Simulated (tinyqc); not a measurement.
From results back to parameters: density of states of one tight-binding band on the simple cubic lattice. Three cases, with inputs chosen for the exercise.

Problem. For E(k) = -2 t (c1 + c2 + c3) - 4 t2 (c1 c2 + c2 c3 + c3 c1), ci = cos(2 pi ki), two differences between symmetry points are known: Gamma = (0, 0, 0), X = (1/2, 0, 0), M = (1/2, 1/2, 0), R = (1/2, 1/2, 1/2).

Case 1.

E(X) - E(Gamma) = 7.4000 eV
E(M) - E(X) = 7.4000 eV

Case 2.

E(X) - E(Gamma) = 7.2800 eV
E(M) - E(X) = 6.0000 eV

Case 3.

E(X) - E(Gamma) = 0.6000 eV
E(M) - E(X) = 1.8800 eV

Find: t; t2; E(R) - E(M).

Solution. E(Gamma) = -6t - 12 t2, E(X) = -2t + 4 t2, E(M) = 2t + 4 t2, E(R) = 6t - 12 t2.

Case 1.

t = 1.850 eV
t2 = 0.000 eV
E(R) - E(M) = 7.400 eV

Case 2.

t = 1.500 eV
t2 = 0.080 eV
E(R) - E(M) = 4.720 eV

Case 3.

t = 0.470 eV
t2 = -0.080 eV
E(R) - E(M) = 3.160 eV

Computed by tinyqc, one run a case: `OMP_NUM_THREADS=1 python tinyqc.py N N+1 out.jsonl` with N = 1682063, 1682064, 1682187; one thread of a shared Intel(R) Xeon(R) Processor @ 2.30GHz, about 0.2 s a run at most.
